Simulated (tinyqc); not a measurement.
# Resonant-tunnelling diode, transfer matrices and Tsu-Esaki current: effects of single changes

Emitter (band edge 0), barrier d1, well Lw, barrier d2, collector (edge -V). The bias drops linearly over these layers and none in the contacts; each layer is cut into ns equal slices, flat at the value of their centres. E is the energy of motion across the layers, C = hbar^2/(2 m0), psi and psi'/m are continuous. Transport is coherent, T(E) is taken as independent of the transverse momentum, and charge in the well is ignored.

Values chosen for this exercise; masses and offsets close to those of GaAs wells and AlGaAs barriers:
```
symbol,value,unit,meaning
T,300,K,temperature
mw,0.069,m0,"mass in the well, spacer and contacts"
U1,0.25,eV,barrier height
m1,0.092,m0,barrier mass
d1,2.8,nm,emitter barrier
Lw,7.3,nm,well width
d2,3.4,nm,collector barrier
ns,3,,slices in each layer
Ef,0.034,eV,Fermi energy of both contacts above their band edges
```

Constants: q = 1.602176634e-19 C, kB = 1.380649e-23 J/K, hbar = 1.054571817e-34 J s, m0 = 9.1093837015e-31 kg, Vt = kB T/q, hbar^2/(2 m0) = 0.0380998212 eV nm^2. Results are converted to the units shown.

Each table varies one quantity; the others keep the values above.

## Current against voltage

For the pair (psi, psi'/m) a flat layer has M = [[cos kd, (m/k) sin kd], [-(k/m) sin kd, cos kd]] with k = sqrt(m (E - U)/C) above its edge U, and M = [[cosh Kd, (m/K) sinh Kd], [(K/m) sinh Kd, cosh Kd]] with K = sqrt(m (U - E)/C) below it. Later slices stand to the left. With M acting on (psi, psi'/m) and v = k/m in each lead, T(E) = 4 vL vR/[(vL vR M12 - M21)^2 + (vR M11 + vL M22)^2]. J = J0 times the integral over E > 0 of T(E) N(E), N = ln[(1 + exp((Ef - E)/Vt))/(1 + exp((Ef - V - E)/Vt))], J0 = q^2 mw m0 kB T/(2 pi^2 hbar^3) (times 1e-4 for A/cm^2 per eV). The integral is converged to the digits shown.

Current against voltage:
```
V (V)  J (kA/cm^2)
0.01         7.770
0.027        21.65
0.045        35.70
0.062        45.74
0.079        47.79
0.097        16.27
0.114        18.10
0.132        23.59
0.149        30.54
0.167        39.95
0.184        51.07
```

Among the rows the current peaks at 47.8 kA/cm^2 at V = 0.079 V and falls to 16.3 kA/cm^2 at 0.097 V, a ratio of 2.94. At zero bias the resonance lies at 0.0466 eV and the centre of the well takes the share 0.478 of the bias, so the level should reach the emitter band edge near V = 0.0974 V; beyond that only the tail of the broadened level (width 1.21 meV at zero bias) and off-resonant tunnelling carry current. Without scattering and space charge the valley comes out far lower than in a real diode. The current rises again in the last rows.

## Resonance against bias

The resonance is the first maximum of T(E) for E > 0, G its full width at half maximum. For a sharp resonance J = J0 (pi G/2) Tp N(Er), with Er the peak energy, Tp the peak transmission and G the full width at half maximum (in eV).

Resonance against bias:
```
V (V)   Er (eV)      Tp  G (meV)  J (kA/cm^2)  one-resonance J (kA/cm^2)
0.01    0.04176  0.9045    1.165        7.770                      7.014
0.022   0.03596  0.9637    1.123        17.54                      15.82
0.034   0.03012  0.9961    1.087        27.32                      24.53
0.046   0.02424  0.9944    1.057        36.41                      32.39
0.058   0.01831  0.9503    1.031        43.85                      38.39
0.071   0.01185  0.8412    1.004        48.34                      40.99
0.083  0.005835  0.6524   0.9726        45.90                      36.43
```

Read the table: what changes, and by how much?

Er falls from 0.0418 to 0.00583 eV, by 0.492 eV a volt, against the share 0.478 of the bias at the centre of the well. Tp goes from 0.905 through a maximum of 0.996 (at V = 0.034 V among the rows listed) to 0.652: the bias lowers the thicker collector barrier towards a match with the emitter barrier. The one-resonance current is 9.7 % below the full integral in the first row and 21 % below it in the last.

Program tinyqc, `OMP_NUM_THREADS=1 python tinyqc.py 2600102 2600103 out.jsonl`; Intel Xeon 2.30GHz, shared host, one thread, about 0.3 s.
